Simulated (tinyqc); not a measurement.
# Resistance of a source-drain extension with a graded tip: what changes with what

y runs along the channel, the gate covers y > 0. The doping is N0 for y < y0 and N0 10^(-(y - y0)/la) beyond, uniform over the depth xj. Sheet conductance s(y) = q mu(N) max(N - Nch, 0) xj + (for y > 0) ma Cox Vo, with mu(N) = u0 + (u1 - u0)/(1 + (N/Nr)^au) and Cox = eps0 eox/tox. Current is taken as one-dimensional; depletion of the tip, spreading and the contact are left out. The metallurgical junction lies at yj, where N = Nch.

Inputs (values chosen for the exercise); mobility law close to that of electrons in silicon:

| symbol | value | unit | meaning |
|---|---|---|---|
| eox | 7.62 |  | relative permittivity of the gate insulator (close to silicon nitride) |
| tox | 2.7 | nm | insulator thickness |
| N0 | 5.3e19 | cm^-3 | active doping of the extension far from the gate |
| la | 3.7 | nm/decade | lateral abruptness |
| y0 | 0.5 | nm | position under the gate where the fall begins (gate edge at 0) |
| xj | 7 | nm | depth of the extension |
| Nch | 4e17 | cm^-3 | channel doping |
| Ls | 6 | nm | spacer length |
| Vo | 0.66 | V | gate overdrive |
| ma | 210 | cm^2/(V s) | mobility of the gate-induced layer |
| u1 | 1414 | cm^2/(V s) | mobility at low doping |
| u0 | 68.5 | cm^2/(V s) | mobility at high doping |
| Nr | 9.2e16 | cm^-3 | reference doping |
| au | 0.711 |  | exponent |
| Lg | 45 | nm | gate length |

Constants: q = 1.602176634e-19 C, eps0 = 8.8541878128e-14 F/cm where lengths are in cm. Results are converted to the units shown.

Each table varies one quantity; the others keep the values above.

## Abruptness at a fixed junction position

R_spacer = integral of dy/s from -Ls to 0, R_ov from 0 to yj, R_channel = (Lg - 2 yj)/(ma Cox Vo), R_total = 2 R_spacer + 2 R_ov + R_channel. Electrical length L_eff = ma Cox dR_total/d(1/Vo); R_series = R_total - L_eff/(ma Cox Vo). y0 is moved with la so that yj stays at 8.3522 nm.

The same in every row: yj (nm) = 8.352; R_channel (ohm um) = 81.70.

Abruptness at a fixed junction position:
```
la (nm/decade)	R_spacer (ohm um)	R_ov (ohm um)	R_total (ohm um)	L_eff (nm)	R_series (ohm um)
1	12.25	12.28	130.8	33.19	34.94
1.7	12.25	13.88	134.0	34.60	34.06
2.5	12.25	15.71	137.6	36.22	33.05
3.2	12.25	17.32	140.8	37.64	32.16
4	12.26	19.14	144.5	39.26	31.17
4.7	13.71	20.35	149.8	40.42	33.12
5.5	18.43	21.19	160.9	41.31	41.66
6.2	25.16	21.66	175.3	41.85	54.50
```

As la goes from 1 to 6.2 nm/decade, R_total rises from 131 to 175 ohm um, R_spacer rises from 12.3 to 25.2 ohm um and R_ov rises from 12.3 to 21.7 ohm um. R_total changes on average by 8.57 ohm um for each nm/decade. L_eff exceeds the metallurgical length by 4.89 nm in the first row and 13.6 nm in the last, since the gate also controls the lightly doped tips.

## Effect of the active doping of the extension far from the gate

Same model as above.

Effect of the active doping of the extension far from the gate:
```
N0 (cm^-3)	yj (nm)	R_spacer (ohm um)	R_ov (ohm um)	R_channel (ohm um)	R_total (ohm um)	L_eff (nm)	R_series (ohm um)
2e19	6.786	28.08	16.41	90.74	179.7	41.14	60.94
3.1e19	7.490	19.51	17.45	86.68	160.6	40.10	44.82
4.7e19	8.159	13.62	18.26	82.81	146.6	38.99	34.00
7.2e19	8.845	9.318	18.91	78.86	135.3	37.76	26.28
1.1e20	9.526	6.326	19.40	74.92	126.4	36.48	21.04
1.7e20	10.23	4.213	19.76	70.88	118.8	35.12	17.42
2.6e20	10.91	2.815	20.01	66.94	112.6	33.78	15.06
4e20	11.60	1.860	20.18	62.94	107.0	32.40	13.47
```

What does the table show?

As N0 goes from 2e19 to 4e20, R_total falls from 180 to 107 ohm um, L_eff falls from 41.1 to 32.4 nm and R_series falls from 60.9 to 13.5 ohm um.

Program tinyqc, `OMP_NUM_THREADS=1 python tinyqc.py 2282029 2282030 out.jsonl`; Intel Xeon 2.30GHz, shared host, one thread, about 0.05 s.
